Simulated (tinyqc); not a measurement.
Donors on two lattice sites with valley-orbit split states, step by step. Values are carried at full precision from step to step, so a last printed digit may differ when a step is redone from the rounded ones.

Each donor binds at most one electron, in any of its states. For a site s, W_s = sum over its states of g exp(E/kT), and the ionised share is 1/(1 + W_s exp(eta)), eta = (EF - Ec)/kT; n = Nc F_1/2(eta); neutrality n + NA = ND x (mean ionised share, the two sites in equal numbers); holes are neglected. Nc from N = 2 (m kB T/(4 pi c))^(3/2) with c = hbar^2/2m0, in 1/angstrom^3; times 1e24 for 1/cm^3, m = md. F_j(eta) = (1/Gamma(j + 1)) integral_0^infinity x^j dx/(1 + exp(x - eta)), which tends to exp(eta) for eta << 0.

Constants: hbar^2/2m0 = 3.80998211 eV angstrom^2; kB = 8.617333262e-05 eV/K.

Inputs chosen for the exercise (near those of nitrogen in 4H-SiC; the results hold for these values, not for the real material): md = 0.798 m0 (density-of-states mass of the conduction band); E = (57.9, 50.1, 121.8, 74) meV (binding energies of h ground, h excited, k ground, k excited); g = (2, 4, 2, 4) (their degeneracies with spin); T = 350 K; ND = 4.7e+16 1/cm^3 (donors, half on each site); NA = 1.7e+16 1/cm^3 (compensating acceptors, all ionised); mu0 = 38 cm^2/(V s) (mobility at heavy doping); mu1 = 982 cm^2/(V s) (mobility at light doping and 300 K); Nr = 1.9e+17 1/cm^3 (reference doping); de = 0.61 (doping exponent); ga = 2.4 (temperature exponent).

## Partition sums of the neutral donor

Give each term g exp(E/kT), W_s, and the effective degeneracy W_s exp(-E_ground/kT).

Nc = 2.2542e+19 1/cm^3

terms: h ground 13.64, h excited 21.06, k ground 113.5, k excited 46.52

W_s: h 34.699, k 159.98

effective degeneracy: h 5.088, k 2.820

The ground state alone would give 2 and all states together 6 on each site; here the excited states hold 61 % and 29 % of the bound electrons on the h and k sites.

## Neutrality

Solve for eta.

eta = -6.784
n = 2.55e+16 1/cm^3

ionised share: h 0.962, k 0.847

n is 0.850 of ND - NA. The deeper k site is ionised 0.88 times as much as the h site.

## Mobility and resistivity

Mobility (Caughey-Thomas form): mu = mu0 + (mu1 (T/300)^(-ga) - mu0)/(1 + ((ND + NA)/Nr)^de); rho = 1/(e n mu), e = 1.602176634e-19 C.

Compare with full ionisation, n = ND - NA.

mu = 460.7 cm^2/(V s)
rho = 0.531 ohm cm
rho at full ionisation = 0.452 ohm cm

Incomplete ionisation raises rho by a factor 1.18.

## Checks

- n + NA against ND times the mean ionised share (1/cm^3): both 4.251e+16.

(tinyqc, `OMP_NUM_THREADS=1 python tinyqc.py 1682694 1682695 out.jsonl`, Intel(R) Xeon(R) Processor @ 2.30GHz, 1 thread, shared host, about 0.01 s.)
